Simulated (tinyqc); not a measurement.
Worked calculation: sp3 tight binding, zinc-blende lattice. One step of it, computed by the program tinyqc.

Problem. Bloch Hamiltonian at G. Slater-Koster rules over the four bonds with direction cosines (l, m, n): ss V_ss; s-px l V_sp; px-s -l V_sp; px-px l^2 V_pps + (1 - l^2) V_ppp; px-py l m (V_pps - V_ppp); each times exp(i k.d).

Parameters chosen for this model: zinc-blende lattice, anion at 0, cation at a/4 (1,1,1); V = eta hbar^2 / (m d^2), hbar^2/m = 7.619964 eV angstrom^2:

| parameter | value | unit |
|---|---|---|
| a | 4.280000 | angstrom |
| d | 1.853294 | angstrom |
| Es anion | -14.130000 | eV |
| Ep anion | -5.510000 | eV |
| Es cation | -14.130000 | eV |
| Ep cation | -5.510000 | eV |
| eta ss | -1.400000 |  |
| eta sp | 1.840000 |  |
| eta pp sigma | 3.240000 |  |
| eta pp pi | -0.810000 |  |
| V ss | -3.105933 | eV |
| V sp | 4.082084 | eV |
| V pp sigma | 7.188017 | eV |
| V pp pi | -1.797004 | eV |

k point G (2 pi / a): 0  0  0

Give: H(k) at G.

Solution.

H(k) at G (eV):
```
          a s    a px    a py    a pz      c s    c px    c py    c pz
a s   -14.130   0.000   0.000   0.000  -12.424   0.000   0.000   0.000
a px    0.000  -5.510   0.000   0.000    0.000   4.792   0.000   0.000
a py    0.000   0.000  -5.510   0.000    0.000   0.000   4.792   0.000
a pz    0.000   0.000   0.000  -5.510    0.000   0.000   0.000   4.792
c s   -12.424   0.000   0.000   0.000  -14.130   0.000   0.000   0.000
c px    0.000   4.792   0.000   0.000    0.000  -5.510   0.000   0.000
c py    0.000   0.000   4.792   0.000    0.000   0.000  -5.510   0.000
c pz    0.000   0.000   0.000   4.792    0.000   0.000   0.000  -5.510
```
